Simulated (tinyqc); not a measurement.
Rigid-ion and shell models of the dielectric response of an ionic crystal: one step, computed by the program tinyqc.

Charges +Z and -Z; 4 nearest neighbours, Madelung constant M = 1.638055, volume per ion pair Omega = 3.079201 d^3. Energy per pair U = -M Z^2 e2/d + 4 A exp(-d/rho), e2 = e^2/(4 pi eps_0). In the shell model the anion is a core of charge Y - Z and a massless shell of charge -Y, joined by the spring k; the repulsion acts on the shell. Each ion feels the Lorentz field E + (4 pi/3) P (Gaussian units).

Question. Shell model: lattice response. mu lambda_TO = R' - (4 pi e2/(3 Omega)) Z_S^2/(1 - b); mu lambda_LO = mu lambda_TO + 4 pi e2 Z*^2/(eps_inf Omega); eps_s = eps_inf lambda_LO/lambda_TO. lambda in eV/(angstrom^2 u) gives the wavenumber 15.6333042 x 33.35640952 x sqrt(lambda); mu is the reduced mass.

Inputs (values chosen for the exercise, for a model crystal): cation mass = 39 u; anion mass = 14.007 u.

Structure: zinc blende.

anion polarisability alpha_- = 1.472471 angstrom^3

Szigeti charge Z_S = 0.7617630 e

softened spring R' = 4.547172 eV/angstrom^2

b = 0.2402728

eps_inf = 1.948786

Born charge Z* = 1.002680 e

volume Omega = 33.68969 angstrom^3

Constants: e^2/(4 pi eps_0) = 14.39964548 eV angstrom; nu for 1 eV/(angstrom^2 u) = 15.6333042 THz; 1 THz = 33.35640952 1/cm.

Give: mu lambda_TO; omega_TO; omega_LO; eps_s; share of R' left after the dipole term.

Answer.

mu lambda_TO = 3.180 eV/angstrom^2

omega_TO = 289.7 1/cm

omega_LO = 396.3 1/cm

eps_s = 3.647

share of R' left after the dipole term = 0.6993

The dipole field cancels 30 % of the short-range spring.
